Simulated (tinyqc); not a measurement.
Inside a calculation: Boltzmann transport in a parabolic band with a power-law relaxation time. Values are carried at full precision from step to step, so a last printed digit may differ when a step is redone from the rounded ones.

F_j(eta) = (1/Gamma(j + 1)) integral_0^infinity x^j dx/(1 + exp(x - eta)), which tends to exp(eta) for eta << 0.

n = N F_1/2(eta) with N = 2 (m kB T/(4 pi c))^(3/2) with c = hbar^2/2m0, in 1/angstrom^3; times 1e24 for 1/cm^3, m = md.

Constants: hbar^2/2m0 = 3.80998211 eV angstrom^2; kB = 8.617333262e-05 eV/K.

Values chosen for the exercise (masses near those of InAs; tau0 is set for a mobility of the usual size at this n, kL is a free input; freeze-out and phonon drag, which matter near 77 K, are left out; shifted at random, so the results belong to these values and not to a real crystal):
- n = 3.3e+16 1/cm^3 (electron density)
- md = 0.026 m0 (density-of-states mass)
- T = 77 K
- r = -0.5 (exponent of tau)
- tau0 = 1100 fs (tau at E = kT)
- mc = 0.0259 m0 (conductivity mass)
- kL = 7.5 W/(m K) (lattice thermal conductivity)

## Reduced Fermi level

Solve for eta.

N = 1.368e+16 1/cm^3
eta = 1.7066

## Integrals for r = -0.5 (acoustic phonons)

tau = tau0 x^r with x = E/kT. With K_j = Gamma(j + 1) F_j(eta): <tau> = tau0 (r + 3/2) K_(r+1/2)/((3/2) K_(1/2)); mu = <tau>/(mc m0/e), m0/e = 5.685630e-12 kg/C; Hall factor rH = (3/2) K_(1/2) (2r + 3/2) K_(2r+1/2)/((r + 3/2) K_(r+1/2))^2; Seebeck S = -(kB/e) [(r + 5/2) K_(r+3/2)/((r + 3/2) K_(r+1/2)) - eta]; Lorenz number L = (kB/e)^2 [(r + 7/2) K_(r+5/2)/((r + 3/2) K_(r+1/2)) - ((r + 5/2) K_(r+3/2)/((r + 3/2) K_(r+1/2)))^2]; kB/e in V/K. Valley anisotropy is left out of rH.

Evaluate F_j and K_j for j = 1/2, r + 1/2, r + 3/2, r + 5/2 and 2r + 1/2 (each value once).

F_j and K_j:

| j | F_j | K_j |
|---|---|---|
| 0.5 | 2.4123 | 2.1378 |
| 0.0 | 1.8734 | 1.8734 |
| 1.0 | 2.9273 | 2.9273 |
| 2.0 | 3.8132 | 7.6263 |
| -0.5 | 1.3394 | 2.3741 |

## Transport coefficients

Form the ratios; u is the mean energy carried, in kT.

<tau>/tau0 = 0.584
rH = 1.085
u = 3.125
S = -122.2 microvolt/K
L = 1.816 1e-8 W ohm/K^2

The non-degenerate limits are rH = 1.178, u = r + 5/2 = 2 and L = (r + 5/2)(kB/e)^2 = 1.485; the degenerate ones are rH = 1 and L = 2.443.

## Mobility, conductivity and figure of merit

mu = <tau>/(mc m0/e) with m0/e = 5.685630e-12 kg/C; sigma = e n mu, e = 1.602176634e-19 C; Hall mobility rH mu; power factor S^2 sigma; ZT = S^2 sigma T/(kL + L sigma T), all in SI units.

mu = 4.36e+04 cm^2/(V s)
Hall mobility = 4.73e+04 cm^2/(V s)
sigma = 231 S/cm
power factor = 0.345 mW/(m K^2)
electronic thermal conductivity = 0.0323 W/(m K)
ZT = 0.0035

A Hall measurement read with rH = 1 would give a density of 3.04e+16 1/cm^3. Electrons carry 0.43 % of the heat. kL is far below that of crystalline InAs, so ZT is too high for it.

## Checks

- Seebeck coefficient against direct integration over -df/dE (microvolt/K): both -122.2.

Run: tinyqc, `OMP_NUM_THREADS=1 python tinyqc.py 1682654 1682655 out.jsonl`; Intel(R) Xeon(R) Processor @ 2.30GHz, one thread, shared host; about 0.02 s of CPU time with all checks.
